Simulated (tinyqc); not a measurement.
Kane-Mele model of a buckled honeycomb layer in a normal field: sweeps and comparisons. A value that a table varies takes the place of the one given here.

Sublattices A and B lie at +/-b, so the field gives them the energies +/-D, D = e b Ez (in eV for b in angstrom and Ez in V/angstrom); 2 lam is the gap at zero field. Near the valleys tau = +/-1, for spin sz = +/-1: H = hbar v (tau qx sx + qy sy) + m sz_AB with m = D - tau sz lam, hbar v = (sqrt3/2) a t. On the lattice the spin-orbit term is the second-neighbour hopping i (lam/3 sqrt3) nu sz, nu = +/-1 by the sense of the turn. The filled band of one cone contributes tau sign(m)/2 to the Chern number, in the sense Omega = curl of i<u|grad u>. Rashba terms are left out.

Zigzag ribbon of N chains, sites A1, B1, A2, ...; k in 1/a. Bonds -2t cos(k/2) (A_n to B_n) and -t (B_n to A_(n+1)); diagonal +/-(D + 2 l2 sz sin k) on A and B; A_n to A_(n+1): -2 l2 sz sin(k/2), B_n to B_(n+1): the opposite; l2 = lam/(3 sqrt3).

Constants: kB = 8.617333262e-05 eV/K; hbar^2/2m0 = 3.80998211 eV angstrom^2.

Parameters, chosen for this exercise (of the size used for germanene; the results hold for these values, not for the real material): a = 3.97 angstrom (lattice constant); t = 1.33 eV (hopping); lam = 0.058 eV (spin-orbit half gap); b = 0.35 angstrom (half the buckling height); Ez = 0.38 V/angstrom (normal field at the atoms, after screening; 0.01 is 1 MV/cm, and gates reach some 0.05); N = 16 (chains).

## Edge bands of a zigzag ribbon

The two middle levels for each spin, and the weight of the upper one on the half of the ribbon that holds A1.

Middle levels (meV):

| k/pi | up, lower | up, upper | up, weight | down, lower | down, upper | down, weight |
|---|---|---|---|---|---|---|
| 0.6 | -366.659 | 366.659 | 0.60 | -323.361 | 323.361 | 0.54 |
| 0.7 | -194.648 | 194.648 | 0.89 | -97.384 | 97.384 | 0.82 |
| 0.8 | -172.278 | 172.278 | 1.00 | -93.588 | 93.588 | 1.00 |
| 0.9 | -153.611 | 153.611 | 1.00 | -112.243 | 112.243 | 1.00 |
| 1.0 | -132.925 | 132.925 | 1.00 | -132.925 | 132.925 | 1.00 |
| 1.1 | -112.243 | 112.243 | 1.00 | -153.611 | 153.611 | 1.00 |
| 1.2 | -93.588 | 93.588 | 1.00 | -172.278 | 172.278 | 1.00 |
| 1.3 | -97.384 | 97.384 | 0.82 | -194.648 | 194.648 | 0.89 |
| 1.4 | -323.361 | 323.361 | 0.54 | -366.659 | 366.659 | 0.60 |

From k/pi = 0.8 to 1.2 the upper level stays on one edge and the spacing of the pair is at least 187.18 meV. D > lam, so the edge bands need not cross: each leaves and rejoins the same bulk band. At k = pi the levels are -132.925 and 132.925 meV, with D = 133.000 meV and lam = 58 meV.

## Closing and reopening the gap

Ez = f lam/b. Gap 2 |D - lam|, second gap 2 (D + lam), Z2 index, and the temperature at which kB T equals the gap.

Against field:

| f | Ez (V/angstrom) | gap (meV) | second gap (meV) | Z2 | gap/kB (K) |
|---|---|---|---|---|---|
| 0.00 | 0 | 116.000 | 116.000 | 1 | 1346.1 |
| 0.25 | 0.0414 | 87.000 | 145.000 | 1 | 1009.6 |
| 0.50 | 0.0829 | 58.000 | 174.000 | 1 | 673.1 |
| 0.75 | 0.124 | 29.000 | 203.000 | 1 | 336.5 |
| 0.90 | 0.149 | 11.600 | 220.400 | 1 | 134.6 |
| 1.10 | 0.182 | 11.600 | 243.600 | 0 | 134.6 |
| 1.50 | 0.249 | 58.000 | 290.000 | 0 | 673.1 |
| 2.00 | 0.331 | 116.000 | 348.000 | 0 | 1346.1 |
| 3.00 | 0.497 | 232.000 | 464.000 | 0 | 2692.2 |

The gap closes at Ez = 0.1657 V/angstrom, 16.6 MV/cm at the atoms (the applied field must be larger by the screening), and is back at its zero-field size at twice that. At zero field it is 116.0 meV, above kB T at 300 K (25.9 meV).

## What each parameter does

Smaller and larger gap, hbar v, and the mass 2c|m|/(hbar v)^2 at the smaller gap, c = hbar^2/2m0. Each row changes one parameter from the base and keeps the others.

Results:

| case | smaller gap (meV) | larger gap (meV) | hbar v (eV angstrom) | mass (m0) |
|---|---|---|---|---|
| base | 150.000 | 382.000 | 4.5727 | 0.02733 |
| a = 4.367 angstrom | 150.000 | 382.000 | 5.0300 | 0.02259 |
| t = 1.463 eV | 150.000 | 382.000 | 5.0300 | 0.02259 |
| lam = 0.0638 eV | 138.400 | 393.600 | 4.5727 | 0.02522 |
| Ez = 0.418 V/angstrom | 176.600 | 408.600 | 4.5727 | 0.03218 |

The largest shifts from the base row, up to three for each result and ties (the steps differ in size, so this ranks the rows, not the parameters). smaller gap (meV): Ez +26.600, lam -11.600; unchanged at the printed digits by a and t. larger gap (meV): Ez +26.600, lam +11.600; unchanged at the printed digits by a and t. hbar v (eV angstrom): a +0.4573, t +0.4573; unchanged at the printed digits by lam and Ez. mass (m0): Ez +0.00485, a -0.00474, t -0.00474.

Run: tinyqc, `OMP_NUM_THREADS=1 python tinyqc.py 1482660 1482661 out.jsonl`; Intel(R) Xeon(R) Processor @ 2.30GHz, one thread, shared host; about 0.01 s of CPU time with all checks.
